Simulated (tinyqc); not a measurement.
Width of the inclusion: polytypes by hexagonality, and a cubic inclusion as a quantum well.

Gap: E3 + (E2 - E3) h. Valence top Ev2 h and polarisation P2 h, both counted from 3C; Ec = Ev + gap.

A cubic inclusion of width L = N d in the host (h = 1) is a well of depth V = Ec(host) - Ec(3C). Square well with mass mismatch: k tan(k L/2) = (m_w/m_b) q, k = sqrt(m_w E/c), q = sqrt(m_b (V - E)/c), c = hbar^2/2m0, lowest root. The depth of the level, V - E, is its binding, and the transition to the valence top of the host is gap(host) - (V - E). The step in polarisation gives a field |F| = |P|/(eps eps0) in a thin inclusion, eps0 = 8.8541878e-12 F/m.

Constants: hbar^2/2m0 = 3.80998211 eV angstrom^2.

Values chosen for the exercise (of the order of those of GaAs; the results hold for these values, not for the real material): E3 = 1.518 eV (gap of the cubic polytype); E2 = 1.517 eV (gap of 2H); Ev2 = 0.096 eV (valence top of 2H above that of 3C); P2 = 0.0018 C/m^2 (spontaneous polarisation of 2H); m = (0.071, 0.062) m0 (electron mass along c in the cubic layer and in the host); d = 3.254 angstrom (thickness of a double layer); eps = 12.8 (dielectric constant).

Without the field: square well. With it, the potential inside is |F| (z - L/2), the host conduction edge lies at V - |F| L/2 on one side and V + |F| L/2 on the other, and the lowest level E_F is found by finite differences (step 0.25 angstrom, wide box, good to about 1 meV). Holes sit in the host on the high side, so the transition is gap(host) - V + E_F - |F| L/2. A dash: bound by less than 2 meV or not at all.

Results:
```
N   L (angstrom)  depth (eV)  transition (eV)  depth below the low side, with field (eV)  transition with field (eV)
2           6.51       0.002            1.515                                          -                           -
4          13.02       0.006            1.511                                          -                           -
6          19.52       0.012            1.505                                          -                           -
10         32.54       0.026            1.491                                      0.007                       1.458
15         48.81       0.042            1.475                                      0.013                       1.426
20         65.08       0.055            1.462                                      0.016                       1.397
30         97.62       0.070            1.447                                      0.018                       1.344
```

The square well binds a level even at N = 2 (2 meV), as any symmetric one-dimensional well does; the depth grows to 70 of 95 meV, and the transition tends to E3 - Ev(host) = 1.422 eV. With the field the level is bound by 2 meV or more for N = 10, 15, 20 and 30, and the transition is lowered by 32 meV at N = 10 and 104 meV at N = 30, where |F| L/2 = 78 meV. Free carriers or surface charge screen the field and the step between the two sides; with the field removed every row returns to its square-well depth, and the attraction to the hole, left out here, binds the electron further.

(tinyqc, `OMP_NUM_THREADS=1 python tinyqc.py 1850952 1850953 out.jsonl`, Intel(R) Xeon(R) Processor @ 2.30GHz, 1 thread, shared host, about 0.09 s.)
